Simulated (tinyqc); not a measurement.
Changing the pull rate V: crystal pulling from the melt: segregation, interface stability, heat balance and point-defect regime. Computed by tinyqc, a small Python program. Command: `OMP_NUM_THREADS=1 python tinyqc.py 3009322 3009323 out.jsonl pull sweep`. One thread of a shared host (Intel(R) Xeon(R) Processor @ 2.30GHz), about 0.02 s of CPU time with the checks.

A dilute solute; steady pulling with a flat interface unless it is found unstable.

Inputs (values chosen for the exercise, for a model semiconductor):
```
quantity                         value          unit
equilibrium coefficient k0       0.011             -
initial melt concentration C0  5.7e+17        1/cm^3
diffusivity in the melt D      0.00012        cm^2/s
kinematic viscosity nu          0.0037        cm^2/s
crystal rotation                    20           rpm
gradient in the melt G_L           5.5          K/cm
solid conductivity k_S            22.7       W/(m K)
melt conductivity k_L             59.7       W/(m K)
latent heat per volume L          4150        J/cm^3
melting point T_m                 1685             K
interface energy gamma            0.31         J/m^2
frozen fraction g                 0.69             -
critical ratio xi_c               0.13  mm^2/(min K)
```

Loss from the melt surface: none.

Constants: k_B = 1.380649e-23 J/K.

Method:
- delta = 1.61 D^(1/3) nu^(1/6) omega^(-1/2), omega = 2 pi rpm/60; k_eff = k0/[k0 + (1 - k0) exp(-V delta/D)] (Burton, Prim and Slichter); the melt at the interface is enriched by k_eff/k0.
- Axial profile: C_s = k_eff C0 (1 - g)^(k_eff - 1); bulk melt C_L = C_s/k_eff. Usable fraction: the g at which C_s has changed by 30 % from its first value (0.99 at most).
- k_S G_S = k_L G_L + L V; the largest rate for this G_S, with G_L = 0, is k_S G_S/L. Voronkov: the crystal grows vacancy-rich if V/G_S > xi_c and interstitial-rich if below; at fixed G_L the neutral rate solves V = xi_c G_S(V).
- Liquidus slope per concentration (van 't Hoff): |m| = k_B T_m^2 (1 - k0)/L. Solute gradient at the interface: G_C = (V/D) C_s (1 - k0)/k0. Constitutional supercooling sets in when |m| G_C > G_L. Critical C_s from the equality.
- Mullins-Sekerka for a thick solute layer: a ripple of wave number w grows if S(w) = -Gam w^2 - G* + |m| G_C (w* - V/D)/(w* - (1 - k0) V/D) > 0, Gam = gamma T_m/L, G* = (k_S G_S + k_L G_L)/(k_S + k_L), w* = V/(2D) + sqrt((V/(2D))^2 + w^2).
- The critical C_s is that at which the maximum of S over w is zero.

One run for each value; columns: (1) pull rate V (mm/min); (2) k_eff; (3) V/G_S (mm^2/(min K)); (4) critical C_s (1/cm^3); (5) critical C_s, Mullins-Sekerka (1/cm^3); (6) gradient in the solid G_S (K/cm):
```
(1)       (2)     (3)        (4)        (5)    (6)
0.10  0.01133  0.0571  4.715e+18  7.562e+18   17.5
0.15  0.01150  0.0788  3.143e+18  5.283e+18   19.0
0.23  0.01178  0.1071  2.050e+18  3.698e+18   21.5
0.36  0.01224  0.1415  1.310e+18  2.625e+18   25.4
0.55  0.01295  0.1762  8.572e+17  1.969e+18   31.2
0.84  0.01410  0.2097  5.613e+17  1.540e+18   40.1
1.30  0.01616  0.2404  3.627e+17  1.253e+18   54.1
2.00  0.01985  0.2652  2.357e+17  1.069e+18   75.4
3.00  0.02661  0.2834  1.572e+17  9.562e+17  105.9
```

Over the rows, k_eff rises from 0.0113 to 0.0266 (exponent d ln y / d ln x 0.037 between the first rows and 0.72 between the last); V/G_S (mm^2/(min K)) rises from 0.0571 to 0.283 (exponent d ln y / d ln x 0.79 between the first rows and 0.16 between the last); critical C_s (1/cm^3) falls from 4.71e18 to 1.57e17 (exponent d ln y / d ln x about -1.00 throughout). The exponent of critical C_s stays at -1: G_C is proportional to V. V/G_S grows more slowly than V because latent heat steepens G_S; its ceiling is k_S/L = 0.328 mm^2/(min K). It passes xi_c between 0.230 and 0.360 mm/min.

Caution (all rows): the onset wavelength exceeds the stirred boundary layer, so flow cuts off the solute field assumed in this theory.

Extremes, crossings and ranges named in words are read from the listed rows.
